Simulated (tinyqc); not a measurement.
Van der Pauw, Hall and four-point-probe measurements on a doped layer: one step of the calculation.

A uniform n-type layer with sheet resistance Rs = 1/(q ns mu), point contacts, low field (mu B small).

Problem. Resistances and Hall voltage. Rs = 1/(q ns mu). For a rectangle with contacts at the corners, RA = (8 Rs/pi) sum_(k>=0) ln coth((2k + 1) pi a/(2 b)) with current along a short side b and voltage along the opposite one, RB the same with a and b exchanged; Hall voltage VH = rH B I/(q ns), negative for electrons.

Parameters, values chosen for the exercise:
- ns = 6.7e12 cm^-2 (sheet density of the layer)
- mu = 560 cm^2/(V s) (drift mobility)
- rH = 0.8 (Hall factor)
- B = 1 T (magnetic field)
- I = 100 uA (current)
- ar = 1.18 (side ratio a/b of a rectangular sample with corner contacts)

Constants: q = 1.602176634e-19 C. Results are converted to the units shown.

Wanted: Rs; RA; RB; VH.

Solution.

Rs = 1663.5 ohm/square
RA = 208.15 ohm
RB = 595.07 ohm
VH = -7.4525 mV

RB/RA = 2.86; for a square both equal Rs ln 2/pi = 367 ohm.

Computed by the program tinyqc: `OMP_NUM_THREADS=1 python tinyqc.py 2850218 2850219 out.jsonl`, one thread of a shared Intel Xeon 2.30GHz, about 0.01 s for the whole run.
